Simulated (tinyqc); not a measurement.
Input admittance of a MOSFET at zero drain bias: distributed channel and distributed gate: two steps of the calculation.

Source and drain grounded, strong inversion, w = 2 pi f, Cox = eps0 eox/tox. The channel is an RC line of resistance 1/(mu Cox Vo) per square fed from both ends, so one finger has the intrinsic admittance y = i w Cox L tanh(g)/g per width, g = (1/2) sqrt(i w tau), tau = L^2/(mu Vo). The vertical resistance rv/L is in series with y, the overlaps 2 i w Cov in parallel: y_t = 1/(1/y + rv/L) + 2 i w Cov. The gate strip is a line of Rsh/L per length loaded by y_t, so a finger has Y = y_t Wf tanh(k)/k, k = (Wf/sd) sqrt(y_t Rsh/L); the device has Nf Y.

Inputs (values chosen for the exercise); values of the order met in silicon radio-frequency transistors: relative permittivity of the gate insulator (close to silicon dioxide) eox = 3.9; insulator thickness tox = 5 nm; channel length L = 0.38 um; finger width Wf = 0.85 um; number of fingers Nf = 8; channel mobility mu = 110 cm^2/(V s); gate overdrive Vo = 0.39 V; sheet resistance of the gate Rsh = 3.2 ohm/square; vertical resistivity of the gate stack rv = 0 ohm um^2; number of ends at which a finger is contacted sd = 1; overlap and fringe capacitance on each side Cov = 0.25 fF/um; frequency f = 3.6 GHz.

Constants: eps0 = 8.8541878128e-14 F/cm where lengths are in cm. Results are converted to the units shown.

Problem 1. Low-frequency resistances and capacitance. Low-frequency limits, with c = Cox L and ct = c + 2 Cov: R_strip = Rsh Wf/(3 sd^2 L Nf), R_ch = (c/ct)^2 L/(12 mu Cox Vo Wf Nf), R_vert = (c/ct)^2 rv/(L Wf Nf), C = ct Wf Nf.

Give: parts; sum; C; 1/(2 pi R C).

Solution 1.

parts (ohm): strip 0.2982, channel 110.9, vertical 0
sum = 111.2 ohm
C = 21.25 fF
1/(2 pi R C) = 67.37 GHz

The channel term is the largest, 99.7 % of the sum.

Problem 2. Input impedance of the device. k and Y as defined; Z = 1/(Nf Y) = R + 1/(i w C); Q = |Im Z|/R; signal at the point farthest from a contact |1/cosh k|.

y_t = 3.744385+70.386777i uS/um

Find: k; Nf Y; R; C; Q; signal at the far point.

Solution 2.

k = 0.01503+0.01425i
Nf Y = 0.0255+0.4786i mS
R = 111.1 ohm
C = 21.22 fF
Q = 18.75
signal at the far point = 1.000

Computed by the program tinyqc: `OMP_NUM_THREADS=1 python tinyqc.py 2262215 2262216 out.jsonl`, one thread of a shared Intel Xeon 2.30GHz, about 0.01 s for the whole run.
